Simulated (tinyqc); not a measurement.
Inside a calculation. Method: UHF in the sto-6g basis, for Be+, spin multiplicity 2. This run ends on a higher stationary point, not on the lowest solution. One step of it, computed by the program tinyqc.

Question. Iteration 3: building the Fock matrix. J_ij = sum D_kl (ij|kl) with D = D(alpha) + D(beta), K_ij = sum D_kl (ik|jl) for each spin; F = H + J - K(s); E = tr D H + tr D J / 2 - 0.5 sum_s tr D(s) K(s) + E_nn.

D(alpha) after iteration 2:
```
            1Be 1s     1Be 2s    1Be 2px    1Be 2py    1Be 2pz
1Be 1s    0.991841   0.013555  -0.011972   0.030253  -0.000136
1Be 2s    0.013555   0.013969   0.051879  -0.100414  -0.026812
1Be 2px  -0.011972   0.051879   0.196644  -0.381064  -0.101228
1Be 2py   0.030253  -0.100414  -0.381064   0.738490   0.196119
1Be 2pz  -0.000136  -0.026812  -0.101228   0.196119   0.052150
```

D(beta) after iteration 2:
```
            1Be 1s     1Be 2s    1Be 2px    1Be 2py    1Be 2pz
1Be 1s    0.992571   0.014137   0.002328  -0.003999  -0.001656
1Be 2s    0.014137   0.000201   0.000033  -0.000057  -0.000024
1Be 2px   0.002328   0.000033   0.000005  -0.000009  -0.000004
1Be 2py  -0.003999  -0.000057  -0.000009   0.000016   0.000007
1Be 2pz  -0.001656  -0.000024  -0.000004   0.000007   0.000003
```

core Hamiltonian H = T + V (hartree):
```
            1Be 1s     1Be 2s    1Be 2px    1Be 2py    1Be 2pz
1Be 1s   -7.946038  -1.858116   0.000000   0.000000   0.000000
1Be 2s   -1.858116  -2.079966   0.000000   0.000000   0.000000
1Be 2px   0.000000   0.000000  -1.638720   0.000000   0.000000
1Be 2py   0.000000   0.000000   0.000000  -1.638720   0.000000
1Be 2pz   0.000000   0.000000   0.000000   0.000000  -1.638720
```

Two-electron integrals (ij|kl) in chemists' order, unique and non-zero (hartree):
```
(11|11) 2.299996   (21|11) 0.361879   (21|21) 0.071926   (22|11) 0.570332
(22|21) 0.139654   (22|22) 0.417773   (31|31) 0.015252   (32|31) 0.022555
(32|32) 0.092340   (33|11) 0.570332   (33|21) 0.139654   (33|22) 0.417773
(33|33) 0.450117   (41|41) 0.015252   (42|41) 0.022555   (42|42) 0.092340
(43|43) 0.024258   (44|11) 0.570332   (44|21) 0.139654   (44|22) 0.417773
(44|33) 0.401601   (44|44) 0.450117   (51|51) 0.015252   (52|51) 0.022555
(52|52) 0.092340   (53|53) 0.024258   (54|54) 0.024258   (55|11) 0.570332
(55|21) 0.139654   (55|22) 0.417773   (55|33) 0.401601   (55|44) 0.401601
(55|55) 0.450117
```

nuclear repulsion = 0 hartree

Give: Coulomb J; exchange K(alpha); exchange K(beta); F(alpha); F(beta); total energy of this density.

Answer.

Coulomb J (hartree):
```
         1Be 1s  1Be 2s  1Be 2px  1Be 2py  1Be 2pz
1Be 1s    5.155   0.862    0.002   -0.004   -0.001
1Be 2s    0.862   1.558    0.009   -0.017   -0.005
1Be 2px   0.002   0.009    1.551   -0.018   -0.005
1Be 2py  -0.004  -0.017   -0.018    1.578    0.010
1Be 2pz  -0.001  -0.005   -0.005    0.010    1.544
```

exchange K(alpha) (hartree):
```
         1Be 1s  1Be 2s  1Be 2px  1Be 2py  1Be 2pz
1Be 1s    2.307   0.392    0.001    0.001   -0.004
1Be 2s    0.392   0.172    0.025   -0.046   -0.014
1Be 2px   0.001   0.025    0.125   -0.162   -0.043
1Be 2py   0.001  -0.046   -0.162    0.355    0.084
1Be 2pz  -0.004  -0.014   -0.043    0.084    0.063
```

exchange K(beta) (hartree):
```
         1Be 1s  1Be 2s  1Be 2px  1Be 2py  1Be 2pz
1Be 1s    2.293   0.368    0.001   -0.002   -0.001
1Be 2s    0.368   0.075    0.000   -0.001    0.000
1Be 2px   0.001   0.000    0.016    0.000    0.000
1Be 2py  -0.002  -0.001    0.000    0.016    0.000
1Be 2pz  -0.001   0.000    0.000    0.000    0.016
```

F(alpha) (hartree):
```
         1Be 1s  1Be 2s  1Be 2px  1Be 2py  1Be 2pz
1Be 1s   -5.098  -1.388    0.001   -0.005    0.003
1Be 2s   -1.388  -0.694   -0.015    0.029    0.009
1Be 2px   0.001  -0.015   -0.212    0.144    0.038
1Be 2py  -0.005   0.029    0.144   -0.416   -0.074
1Be 2pz   0.003   0.009    0.038   -0.074   -0.157
```

F(beta) (hartree):
```
         1Be 1s  1Be 2s  1Be 2px  1Be 2py  1Be 2pz
1Be 1s   -5.084  -1.364    0.001   -0.001    0.000
1Be 2s   -1.364  -0.597    0.009   -0.017   -0.005
1Be 2px   0.001   0.009   -0.103   -0.018   -0.005
1Be 2py  -0.001  -0.017   -0.018   -0.077    0.010
1Be 2pz   0.000  -0.005   -0.005    0.010   -0.110
```

total energy of this density = -14.10938 hartree
